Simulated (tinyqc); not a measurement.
A ladder of methods, and size consistency: correlation methods against full CI in the 6-311g basis, for H2, spin multiplicity 1. Computed by the program tinyqc with PySCF. Command: `OMP_NUM_THREADS=1 python tinyqc.py 110229 110230 out.jsonl`; one thread of a shared host (Intel(R) Xeon(R) Processor @ 2.60GHz), about 0.4 s.

Geometry (angstrom):
```
atom       x       y       z
H     0.0000  0.0000  0.0000
H     0.0000  0.0000  0.8830
```

RHF energy of one = -1.115894 hartree

All electrons correlated; +Q is the Davidson correction (1 - c0^2) E_corr. The last columns treat two copies 100 angstrom apart as one system. FCI is the lowest singlet.

Correlation energies (hartree):
```
method   E_corr of one  share of FCI (%)  E_corr of two at 100 angstrom  two minus twice one (mhartree)
MP2          -0.019270           66.5993                      -0.038539                          0.0000
CISD         -0.028934          100.0000                      -0.056665                          1.2029
CISD+Q       -0.029563          102.1747                      -0.058966                          0.1603
CCSD         -0.028934          100.0000                      -0.057868                          0.0000
CCSD(T)      -0.028934          100.0000                      -0.057868                          0.0000
FCI          -0.028934          100.0000                              -                               -
```

MP2 recovers 67 %, CISD 100.0 % and CCSD 100.0 % of the FCI value (c0^2 = 0.978 in CISD). MP2 and coupled cluster are size consistent, so their last column vanishes; CISD loses 1.20 mhartree, since a double excitation on each copy is a quadruple of the pair, and the Davidson correction leaves +0.16. With two electrons, or one virtual orbital, CISD and CCSD are exact for one copy, so +Q overshoots there.
